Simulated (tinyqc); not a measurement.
# Worked calculation: front-illuminated p-i-n photodiode, quantum efficiency and bandwidth

tinyqc, about 0.01 s, one thread, Intel Xeon 2.30GHz (shared host): `OMP_NUM_THREADS=1 python tinyqc.py 2250133 2250134 out.jsonl` Printed values are rounded.

Light enters through a p layer (0 to xp), a depleted layer (xp to xp + wi) and a thick n substrate, decaying as exp(-al x); one pass, no back reflection. Carriers made in the depleted layer are all collected; those in the neutral layers diffuse.

Inputs (values chosen for the exercise); values close to those of 4H silicon carbide at this wavelength: wavelength lam = 280 nm; absorption coefficient al = 15200 1/cm; reflectance of the front face Rf = 0.02; relative permittivity eps_r = 9.37; thickness of the front p layer xp = 0.32 um; thickness of the depleted layer wi = 1.1 um; electron diffusion coefficient in the p layer Dn = 6.8 cm^2/s; electron diffusion length in the p layer Ln = 2.7 um; recombination velocity of the front surface S = 100 cm/s; hole diffusion length in the thick n substrate Lp = 31 um; electron drift velocity ve = 2.06e7 cm/s; hole drift velocity vh = 1.37e7 cm/s; diameter dia = 79 um; load resistance RL = 50 ohm; parasitic capacitance Cp = 50 fF; modulation frequency f = 91 GHz.

Constants: q = 1.602176634e-19 C, h = 6.62607015e-34 J s, c = 299792458 m/s, eps0 = 8.8541878128e-14 F/cm where lengths are in cm. Results are converted to the units shown.

## Quantum efficiency

k = al Ln, s = S Ln/Dn, e = exp(-al xp); front layer f1 = (k/(k^2 - 1)) {[s + k - e (s cosh(xp/Ln) + sinh(xp/Ln))]/[s sinh(xp/Ln) + cosh(xp/Ln)] - k e}; depleted layer f2 = e (1 - exp(-al wi)); substrate f3 = e exp(-al wi) al Lp/(1 + al Lp); external efficiency (1 - Rf)(f1 + f2 + f3); responsivity = efficiency q lam/(h c).

s = 0.003970588
f1 = 0.3831674
f2 = 0.4993260
f3 = 0.1131093
external efficiency = 0.9756907
responsivity = 0.2203453 A/W

The front layer absorbs 38.5 % of the light that enters and collects 99.5 % of that. Diffusion from the neutral layers makes up 49.8 % of the current.

## Response at one frequency

Drift response for pairs made in the depleted layer, a = al wi, g = 1 - exp(-a), u = 2 pi i f, te = wi/ve, th = wi/vh: electrons He = [g - a (exp(-a) - exp(-u te))/(u te - a)]/(u te g), holes Hh = [g - a (1 - exp(-a - u th))/(a + u th)]/(u th g); C = eps0 eps_r pi (dia/2)^2/wi + Cp; total |He + Hh|/sqrt(1 + (2 pi f RL C)^2), for the current of the depleted layer alone.

te = 5.339806 ps
th = 8.029197 ps
He = 0.2093809-0.4226853i
Hh = 0.0940664-0.2017819i
|He + Hh| = 0.6942907
C = 419.6917 fF
total response = 0.05766556

The drift response alone falls to 1/sqrt(2) at 88.7 GHz and the RC term alone at 7.58 GHz; together they give 7.55 GHz for this part of the current; the diffusion currents, left out, respond on their own time scales.
